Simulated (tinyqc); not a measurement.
Extrapolating accelerated tests: lateral field, substrate current, probability of reaching the oxide barrier and hot-carrier lifetime of a silicon transistor (pseudo-two-dimensional and lucky-electron models). Computed by tinyqc, a small Python program. Command: `OMP_NUM_THREADS=1 python tinyqc.py 3016207 3016208 out.jsonl hotcar walk`. One thread of a shared host (Intel(R) Xeon(R) Processor @ 2.30GHz), about 0.01 s of CPU time with the checks.

Local-field models: a lucky carrier gains its energy at the peak field over a path free of collisions. Voltages are magnitudes.

Inputs (values chosen for the exercise, modelled on a silicon n-channel):
```
quantity                              value                      unit
channel length L                       1500                        nm
oxide thickness t                        29                        nm
junction depth x_j                      470                        nm
mobility mu                             290                cm^2/(V s)
saturation velocity v_s                0.79                  1e7 cm/s
threshold voltage V_T                   0.6                         V
gate voltage V_G                        4.4                         V
drain voltage V_D                        12                         V
ionisation prefactor A_i              2e+06                      1/cm
ionisation field B_i                   1.73                     MV/cm
hot-carrier mean free path lambda       7.8                        nm
oxide barrier phi_b                     3.1                        eV
interface-trap threshold phi_it         3.7                        eV
lifetime constant H                     100  s microampere/micrometre
length of the depleted extension L_n    220                        nm
```

Drain: lightly doped extension.

Constants: eps_0 = 8.8541878128e-12 F/m.

Method:
- C_ox = 3.9 eps_0/t; F_sat = 2 v_s/mu; V_Dsat = V_ov F_sat L/(V_ov + F_sat L), V_ov = V_G - V_T; I_D/W = C_ox v_s (V_ov - V_Dsat).
- Scale length l = 0.22 t^(1/3) x_j^(1/2) (all in cm); F_m = sqrt(((V_D - V_Dsat)/l_e)^2 + F_sat^2), with l_e = l + L_n; length of the velocity-saturated region l_e ln((V_D - V_Dsat)/(l_e F_sat) + F_m/F_sat).
- Substrate current I_sub/I_D = (A_i/B_i)(V_D - V_Dsat) exp(-B_i/F_m); probability of reaching the oxide barrier exp(-phi_b/(e lambda F_m)); lifetime tau = (H/(I_D/W)) exp(phi_it/(e lambda F_m)).
- V_10 solves tau = 3.156e8 s at the given V_G. The extrapolation fits ln(tau) against 1/V_D at 1, 1.08, 1.16 and 1.25 times the given V_D (rounded to 3 digits) by least squares and reads off the same tau.

V_Dsat = 2.59389 V

Stress points:
```
V_D (V)  1/V_D (1/V)     tau (s)
12.0        0.083333  1.5324e+09
13.0        0.076923  2.2051e+08
13.9        0.071942  5.0608e+07
15.0        0.066667  1.1006e+07
```

ten-year drain voltage V_10 = 12.801 V

V_10 from the 1/V_D extrapolation = 12.810 V

What does the comparison show, and why?

The extrapolation is 10 mV above the true value.

Extremes, crossings and ranges named in words are read from the listed rows.
